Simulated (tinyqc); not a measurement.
Worked calculation: fitting sp3s* parameters to three gaps by Newton steps. Values are carried at full precision from step to step, so a last printed digit may differ when a step is redone from the rounded ones.

sp3s* tight binding, nearest neighbours only: anion (a) at 0, cation (c) at a/4 (1,1,1), orbitals s, px, py, pz, s* on each; k in units of 2 pi/a. With phases e_j = exp(i (pi/2) k.n_j) for n = (1,1,1), (1,-1,-1), (-1,1,-1), (-1,-1,1): g0 = (e1+e2+e3+e4)/4, g1 = (e1+e2-e3-e4)/4, g2 = (e1-e2+e3-e4)/4, g3 = (e1-e2-e3+e4)/4. The diagonal holds the levels Esa, Epa, Exa (s*) and Esc, Epc, Exc. Anion-cation block: <sa|sc> = Vss g0; <sa|xc> = Vsapc g1; <xa|sc> = -Vscpa g1; <xa|xc> = Vxx g0; <xa|yc> = <ya|xc> = Vxy g3, <xa|zc> = <za|xc> = Vxy g2, <ya|zc> = <za|yc> = Vxy g1; <s*a|xc> = Vxapc g1; <xa|s*c> = -Vpaxc g1; y and z take g2 and g3 in place of g1; s-s* and s*-s* vanish.

Gaps are level 5 at Gamma, X = (1,0,0) and L = (1/2,1/2,1/2) less level 4 at Gamma; no spin-orbit coupling. Free parameters: Vss, Vxapc and Vpaxc. H is linear in them, so by Hellmann-Feynman J_ij = <u|dH/dp_j|u> for level 5 at point i less the same for level 4 at Gamma. Newton: p(new) = p + J^-1 (target - gaps); stop when all misses are below 1e-7 eV.

Inputs chosen for the exercise (out of a larger set: near a published set for GaAs, fitted to gaps, whose masses and valley positions are rough; not measured data): p = (-8.367, 1.036, -2.669, 3.647, 8.64, 6.782, -6.419, 1.949, 5.06, 4.507, 5.79, 4.816, 4.788) eV (start, order Esa, Epa, Esc, Epc, Exa, Exc, Vss, Vxx, Vxy, Vsapc, Vscpa, Vxapc, Vpaxc); tg = (1.3287, 2.2511, 1.7418) eV (target gaps at Gamma, X, L).

## Gaps of the starting set

Compute the gaps and the misses.

gaps (eV): Gamma 1.5092, X 2.0703, L 1.7031

target less gap (eV): Gamma -0.1805, X 0.1808, L 0.0387

## The Jacobian

Form J and its singular values.

J:
```
           Vss    Vxapc    Vpaxc
Gamma  -0.9140   0.0000   0.0000
X       0.0000  -0.8502   0.0000
L      -0.2416  -0.2328  -0.1291
```

singular values: 0.9583  0.8687  0.1205

The gap at Gamma answers to Vss. The condition number is 8.0.

## The first Newton step

Solve J dp = target less gap; the columns of J are Vss, Vxapc and Vpaxc.

dp (eV): Vss 0.197, Vxapc -0.213, Vpaxc -0.285

## The iteration

Repeat with J formed anew.

Newton steps (eV):
```
i      Vss   Vxapc   Vpaxc   Gamma       X       L  largest miss
0  -6.4190  4.8160  4.7880  1.5092  2.0703  1.7031          0.18
1  -6.2215  4.6033  4.5025  1.3292  2.2508  1.7427       0.00090
2  -6.2210  4.6030  4.5089  1.3287  2.2511  1.7418       1.0e-06
3  -6.2210  4.6030  4.5089  1.3287  2.2511  1.7418       1.2e-12
```

Converged in 3 steps; the miss goes 0.18, 0.00090, 1.0e-06, 1.2e-12, about squaring each time once it is small. The largest change is 0.279 eV in Vpaxc, for a first miss of 0.181 eV.

## Checks

- J by Hellmann-Feynman against central differences: largest difference 1.4e-10.

Program tinyqc; command `OMP_NUM_THREADS=1 python tinyqc.py 1452480 1452481 out.jsonl`; about 0.1 s on one thread of a shared Intel(R) Xeon(R) Processor @ 2.30GHz.
